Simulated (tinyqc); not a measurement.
Worked calculation: plane-wave Kohn-Sham cycle with exchange-only LDA in a layered model solid. Computed by tinyqc, a small Python program that keeps every step. Settings: points = 16, plane-wave index or count = 3, electrons = 4, k points = 4, area = 18.0, mixing = 1.0, iteration cap = 51. Command: `OMP_NUM_THREADS=1 python tinyqc.py 31483 31484 out.jsonl` (the two numbers bound the seeds that draw the settings). One thread of a shared host (Intel(R) Xeon(R) Processor @ 2.60GHz), about 0.03 s of CPU time with the checks.

A solid whose potential varies along x alone (atomic units):

| parameter | value |
|---|---|
| period a | 12.300000 |
| cross-section of the cell | 18.000000 |
| electrons per cell | 4 |
| grid points | 16 |
| plane waves -n..n, n | 3 |
| k points | 4 |
| V1 in V1 cos(2 pi x/a) | -0.520000 |
| V2 in V2 cos(4 pi x/a) | 0.160000 |

Stop when sqrt(dV sum R^2) is below 1e-8, dV = a A/N.

Course of the cycle:

| iteration | E (hartree) | norm of the residual |
|---|---|---|
| 1 | -1.4756379 | 2.25e-01 |
| 2 | -1.9932647 | 4.02e-01 |
| 3 | -3.6780156 | 4.77e-01 |
| 4 | -3.0492244 | 5.02e-01 |
| 5 | -4.2951115 | 5.06e-01 |
| 6 | -3.0994895 | 5.07e-01 |
| 7 | -4.3185963 | 5.07e-01 |
| 8 | -3.1008709 | 5.07e-01 |
| 9 | -4.3192405 | 5.07e-01 |
| 10 | -3.1009077 | 5.07e-01 |
| 11 | -4.3192577 | 5.07e-01 |
| ... | ... | ... |
| 41 | -4.3192582 | 5.07e-01 |
| 42 | -3.1009087 | 5.07e-01 |
| 43 | -4.3192582 | 5.07e-01 |
| 44 | -3.1009087 | 5.07e-01 |
| 45 | -4.3192582 | 5.07e-01 |
| 46 | -3.1009087 | 5.07e-01 |
| 47 | -4.3192582 | 5.07e-01 |
| 48 | -3.1009087 | 5.07e-01 |
| 49 | -4.3192582 | 5.07e-01 |
| 50 | -3.1009087 | 5.07e-01 |
| 51 | -4.3192582 | 5.07e-01 |

Can the last value be used, and what does the course show?

Not by the stop rule. Not converged within 51 iterations: the residual has stopped falling: the iteration swings between two states. Reruns (cap 100 unless said): mixing 0.1: not converged; mixing 0.5, Kerker q0 1.0: converged in 59 (E = -0.96599); mixing 0.3, Pulay depth 5: converged in 15 (E = -0.96599); the original settings with a cap of 400: not converged.
